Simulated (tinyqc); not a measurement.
# Worked calculation: capacitance measurement on a leaky thin oxide: effects of series resistance and leakage

Numbers from tinyqc (`OMP_NUM_THREADS=1 python tinyqc.py 2022082 2022083 out.jsonl`; about 0.01 s on one thread of a shared Intel Xeon 2.30GHz). Printed values are rounded.

The device is a capacitance C in parallel with a leakage conductance G, in series with Rs and Ls. An impedance meter reports either a parallel pair (Cp, Gp) from Y = 1/Z = Gp + i w Cp or a series pair (Cs, Rm) from Z = Rm + 1/(i w Cs); w = 2 pi f, dissipation D = Gp/(w |Cp|).

Parameters, values chosen for the exercise; values of the order met in thin-oxide MOS capacitors: relative permittivity of the gate insulator (close to hafnium oxide) eox = 22.3; insulator thickness tox = 3.6 nm; gate area A = 400 um^2; oxide-equivalent thickness added by the accumulation layer zc = 0.44 nm; oxide-equivalent thickness added by gate depletion zp = 0 nm; gate leakage current density, not matched to the thickness Jg = 0.077 A/cm^2; voltage for an e-fold rise of the leakage Vs = 0.39 V; series resistance Rs = 11 ohm; series inductance Ls = 0 nH; measuring frequency f = 1e6 Hz.

Constants: eps0 = 8.8541878128e-14 F/cm where lengths are in cm. Results are converted to the units shown.

## True capacitance and conductance

EOT = 3.9 tox/eox; CET = EOT + zc + zp; C = 3.9 eps0 A/CET; G = Jg A/Vs.

EOT = 0.6295964 nm
CET = 1.069596 nm
C = 12.91378 pF
G = 0.7897436 uS

## What the meter reports

Z = Rs + i w Ls + 1/(G + i w C).

Z = (0.013094-1.232326i) x 1e4 ohm
Cp = 12.91355 pF
Gp = 0.8621549 uS
Cs = 12.91500 pF
D = 0.01062576

Cp is within 0.01 % of C and Cs is within 0.01 % of it; G Rs = 8.69e-6, w C Rs = 8.93e-4 and G/(w C) = 0.00973.
